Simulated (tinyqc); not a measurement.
The best anneal temperature for the time t: solubility, supersaturation, precipitation and gettering of an impurity in a silicon-like host. Computed by tinyqc, a small Python program. Command: `OMP_NUM_THREADS=1 python tinyqc.py 3016280 3016281 out.jsonl ripen walk`. One thread of a shared host (Intel(R) Xeon(R) Processor @ 2.30GHz), about 0.01 s of CPU time with the checks.

The wafer was saturated at T1 and is then held at T.

Inputs (values chosen for the exercise, for a model impurity):
```
quantity                                   value    unit
site density N0                            5e+22  1/cm^3
enthalpy of solution H                      1.81      eV
entropy of solution S                        2.3     k_B
diffusion prefactor D0                   0.00028  cm^2/s
migration energy Q                          1.17      eV
temperature of saturation T1                1475       K
anneal temperature T                        1175       K
sink density n                             1e+11  1/cm^3
initial sink radius r0                        17      nm
impurity density in the precipitate C_p  5.4e+22  1/cm^3
interface energy gamma                      0.58   J/m^2
anneal time t                               1200       s
```

Constants: k_B = 8.617333262e-05 eV/K; k_B = 1.380649e-23 J/K.

Method:
- C_eq(T) = N0 exp(S/k_B - H/(k_B T)); D(T) = D0 exp(-Q/(k_B T)); C0 = C_eq(T1). Supersaturation s = C0/C_eq(T); critical radius r* = 2 gamma/(C_p k_B T ln s); barrier W* = (4 pi/3) gamma r*^2. Strain energy is left out.
- r_f = [r0^3 + 3 (C0 - C_eq)/(4 pi n C_p)]^(1/3), tau_f = 1/(4 pi n r_f D).
- Growing sinks: with y = r/r_f and y0 = r0/r_f, dy/dt = (1 - y^3)/(3 tau_f y), which integrates to t/tau_f = F(y) - F(y0), F(y) = (1/2) ln[(1 + y + y^2)/(1 - y)^2] - sqrt(3) arctan[(2y + 1)/sqrt(3)]; the share of the excess left is (1 - y^3)/(1 - y0^3), and C(t) = C_eq + (C0 - C_eq) x share.

C0 = 3.26168e+17 1/cm^3

Dissolved share after t:
```
T (K)     C_eq/C0   tau_f (s)  C(t)/C0
664    2.7955e-08  8.0389e+05  0.99905
767    1.9558e-06  5.1602e+04  0.98527
885    7.5346e-05  4.8712e+03  0.84634
1003   1.2294e-03  8.0150e+02  0.29675
1121   1.1144e-02  1.9326e+02  0.01399
1239   6.6377e-02  6.1849e+01  0.06638
1342   2.4383e-01  2.8040e+01  0.24383
1416   5.5248e-01  1.8449e+01  0.55248
```

What follows from these numbers?

The lowest dissolved share among these rows is 0.014 at 1121 K. Above it solubility sets the floor; below it diffusion is too slow for this time. Solubility falls with H = 1.81 eV and diffusion with Q = 1.17 eV. Caution: the barrier to homogeneous nucleation is below 35 k_B T for these inputs, so new precipitates would form and outnumber the fixed sinks assumed here.

Extremes, crossings and ranges named in words are read from the listed rows.
